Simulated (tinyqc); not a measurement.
p-n diode with diffusion and depletion-layer recombination: two steps of the calculation.

Abrupt junction in the depletion approximation, low injection, full ionisation, neutral widths fixed, ohmic contact on the p side. Vj is the junction voltage; where a series resistance Rs is given, V = Vj + J Rs is the terminal voltage.

Parameters, values chosen for the exercise; band and dielectric values close to those of silicon:
- T = 273 K (temperature)
- Eg = 1.13 eV (band gap)
- eps_r = 11.7 (relative permittivity)
- Nc = 2.4e19 cm^-3 (conduction-band density of states at T)
- Nv = 2.27e19 cm^-3 (valence-band density of states at T)
- Na = 2.4e16 cm^-3 (acceptor density)
- Nd = 1.4e16 cm^-3 (donor density)
- tn = 1e-9 s (electron lifetime)
- tp = 2e-9 s (hole lifetime)
- Rs = 0.0012 ohm cm^2 (series resistance)
- Et = 0 eV (trap level above the intrinsic level)
- Vj = 0.34 V (junction voltage at which recombination is evaluated)
- V = 0.73 V (terminal voltage)

Constants: q = 1.602176634e-19 C, kB = 1.380649e-23 J/K, Vt = kB T/q, eps0 = 8.8541878128e-14 F/cm where lengths are in cm. Results are converted to the units shown.

Task 1. Recombination in the depleted layer. ni = sqrt(Nc Nv) exp(-Eg/(2 Vt)), Eg in volts. Vbi = Vt ln(Na Nd/ni^2), W = sqrt(2 eps0 eps_r (Vbi - Vj)(1/Na + 1/Nd)/q), xp = W Nd/(Na + Nd), xn = W Na/(Na + Nd); u(x) = q Na (x + xp)^2/(2 eps0 eps_r) for x < 0 and Vbi - Vj - q Nd (xn - x)^2/(2 eps0 eps_r) for x > 0; p = Na exp(-u/Vt), n = Nd exp((u - Vbi + Vj)/Vt); U = ni^2 (exp(Vj/Vt) - 1)/(tp (n + ni exp(Et/Vt)) + tn (p + ni exp(-Et/Vt))); J_scr = q times the integral of U from -xp to xn. Trapezoid rule on 16 equal steps.

Wanted: W; x; u; n; p; U; J_scr.

Result 1.

W = 257.57 nm

| point | x (nm) | u (V) | n (cm^-3) | p (cm^-3) | U (cm^-3 s^-1) |
|---|---|---|---|---|---|
| 0 | -94.89 | 0.00000 | 5.9163e7 | 2.4000e16 | 5.9163e16 |
| 1 | -78.80 | 0.00481 | 7.2584e7 | 1.9562e16 | 7.2584e16 |
| 2 | -62.70 | 0.01924 | 1.3403e8 | 1.0594e16 | 1.3403e17 |
| 3 | -46.60 | 0.04329 | 3.7251e8 | 3.8117e15 | 3.7251e17 |
| 4 | -30.50 | 0.07695 | 1.5583e9 | 9.1119e14 | 1.5583e18 |
| 5 | -14.40 | 0.12024 | 9.8117e9 | 1.4472e14 | 9.8102e18 |
| 6 | 1.69 | 0.17306 | 9.2651e10 | 1.5325e13 | 9.1529e19 |
| 7 | 17.79 | 0.22636 | 8.9313e11 | 1.5898e12 | 4.2026e20 |
| 8 | 33.89 | 0.27406 | 6.7825e12 | 2.0935e11 | 1.0306e20 |
| 9 | 49.99 | 0.31614 | 4.0577e13 | 3.4993e10 | 1.7488e19 |
| 10 | 66.09 | 0.35262 | 1.9124e14 | 7.4246e9 | 3.7122e18 |
| 11 | 82.18 | 0.38348 | 7.1008e14 | 1.9997e9 | 9.9982e17 |
| 12 | 98.28 | 0.40873 | 2.0770e15 | 6.8363e8 | 3.4181e17 |
| 13 | 114.38 | 0.42837 | 4.7862e15 | 2.9667e8 | 1.4833e17 |
| 14 | 130.48 | 0.44239 | 8.6887e15 | 1.6342e8 | 8.1710e16 |
| 15 | 146.58 | 0.45081 | 1.2426e16 | 1.1427e8 | 5.7134e16 |
| 16 | 162.68 | 0.45362 | 1.4000e16 | 1.0142e8 | 5.0711e16 |

J_scr = 1.6757e-4 A/cm^2

Task 2. New Vj. Diffusion current alone: J = J0 (exp(Vj/Vt) - 1), g = Vj + J Rs - V, g' = 1 + Rs J0 exp(Vj/Vt)/Vt, Vj(new) = Vj - g/g'.

Vj at the start = 0.73 V
J0 = J0n + J0p = 1.3970508e-12 A/cm^2

Wanted: J; g; g'; Vj after iteration 1.

Result 2.

J = 41.84 A/cm^2
g = 0.05020 V
g' = 3.134
Vj after iteration 1 = 0.7140 V

Program tinyqc, `OMP_NUM_THREADS=1 python tinyqc.py 2260146 2260147 out.jsonl`; Intel Xeon 2.30GHz, shared host, one thread, about 0.01 s.
